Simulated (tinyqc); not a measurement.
Inside a calculation. Model: velocity overshoot from momentum and energy balance equations after a field step. Computed by tinyqc, a small Python program that keeps every step. Command: `OMP_NUM_THREADS=1 python tinyqc.py 3026880 3026881 out.jsonl overshoot walk`. One thread of a shared host (Intel(R) Xeon(R) Processor @ 2.30GHz), about 0.01 s of CPU time with the checks. Intermediate numbers are printed to about 7 digits and carried at full precision; extremes and crossings named in words are read from the listed rows.

At t = 0 the field jumps from 0 to F in a uniform sample. v is the drift velocity and u = w - (3/2) k_B T the excess energy per carrier.

Inputs (values chosen for the exercise, modelled on electrons in germanium except for tau_E):
```
quantity                      value        unit
effective mass m               0.12         m_0
low-field mobility mu_0        3600  cm^2/(V s)
saturation velocity v_s        0.66    1e7 cm/s
energy relaxation time tau_E   0.34          ps
field after the step F          1.9       kV/cm
lattice temperature T           300           K
time step dt                    8.1          fs
```

Scheme: explicit Euler.

Constants: m_0 = 9.1093837015e-31 kg; e = 1.602176634e-19 C; k_B = 8.617333262e-05 eV/K.

## Constants and steady state

dv/dt = e F/m - v/tau_m(u), du/dt = e F v - u/tau_E, tau_m(u) = tau_0/(1 + c u), tau_0 = m mu_0/e, c = mu_0/(e tau_E v_s^2); this choice gives the steady state v (1 + mu_0 F v/v_s^2) = mu_0 F, which saturates at v_s. Steady velocity v = 2 mu_0 F/(1 + sqrt(1 + 4 (mu_0 F/v_s)^2)); u = e F v tau_E; carrier temperature T + 2u/(3 k_B), neglecting the drift energy m v^2/2.

tau_0 = 245.6192 fs

c = 243.0724 1/eV

acceleration e F/m = 0.002784798 1e7 cm/s per fs

steady velocity = 0.4143763 1e7 cm/s

steady excess energy = 0.002676871 eV

steady carrier temperature = 320.7092 K

tau_E/tau_0 = 1.38, and in the steady state tau_m has shrunk to 148.8 fs.

## First four steps

dv/dt = e F/m - v/tau_m(u), du/dt = e F v - u/tau_E, tau_m(u) = tau_0/(1 + c u), tau_0 = m mu_0/e, c = mu_0/(e tau_E v_s^2); this choice gives the steady state v (1 + mu_0 F v/v_s^2) = mu_0 F, which saturates at v_s. Step: v_new = v + dt (e F/m - v/tau_m(u)), u_new = u + dt (e F v - u/tau_E). Start v = u = 0; the distance adds dt (v + v_new)/2.

Steps:
```
step  t (fs)  v (1e7 cm/s)        u (eV)  tau_m (fs)
1        8.1    0.02255687             0    245.6192
2       16.2    0.04436986  3.471502e-06    245.4121
3       24.3    0.06546226  1.021732e-05    245.0107
4       32.4    0.08585496  2.004855e-05    244.4281
```

After the first step u is still 0, below the drift energy m v^2/2, because the explicit scheme uses the old v: an error of the finite time step.

## The whole transient

Run to 8 times the larger of tau_E and tau_0, but at most 20001 steps, and stop early if |v| > 1000 v_s or u < -1/(2c); the run is accepted if the last v is within 0.5 % of the steady value.

Selected steps, the peak among them:
```
step        t (fs)  v (1e7 cm/s)        u (eV)  distance (nm)
1     8.100000e+00     0.0225569             0   9.135531e-03
2     1.620000e+01     0.0443699  3.471502e-06   3.624085e-02
3     2.430000e+01     0.0654623  1.021732e-05   8.072286e-02
5     4.050000e+01     0.1055667  3.278400e-05   2.195321e-01
9     7.290000e+01     0.1779212  1.093872e-04   6.813539e-01
14    1.134000e+02     0.2547087  2.514481e-04   1.562150e+00
22    1.782000e+02     0.3490116  5.475745e-04   3.535924e+00
35    2.835000e+02     0.4389548  1.093244e-03   7.745360e+00
55    4.455000e+02     0.4754300  1.824357e-03   1.527015e+01
56    4.536000e+02     0.4753555  1.854063e-03   1.565522e+01
87    7.047000e+02     0.4479122  2.450060e-03   2.729672e+01
137   1.109700e+03     0.4189044  2.668187e-03   4.470914e+01
214   1.733400e+03     0.4143155  2.678317e-03   7.061599e+01
336   2.721600e+03     0.4143750  2.676870e-03   1.115619e+02
```

peak velocity = 0.4754300 1e7 cm/s

time of the peak = 445.5 fs

distance at the peak = 15.27015 nm

last relative deviation from the steady velocity = 3.170311e-06

peak over steady velocity = 1.147339

The velocity overshoots to 1.15 times its steady value: momentum follows the field within tau_m while the energy, and with it the scattering rate, builds up over tau_E. A channel shorter than a few times 15 nm would see this.

## Error of the time step

The peak velocity is recomputed with dt/2 and dt/4 and by an adaptive Runge-Kutta method (tolerance 1e-9).

Peak velocity:
```
step      v_peak (1e7 cm/s)  error (%)
dt                0.4754300  0.5681916
dt/2              0.4740621  0.2788383
dt/4              0.4733969  0.1381337
adaptive          0.4727439  0.0000000
```

The explicit scheme puts the peak 0.57 % too high; halving dt divides the error by 2.04, as a first-order method should.

Checks made by the program: peak at dt/4 against the adaptive solution (relative difference 1e-03).
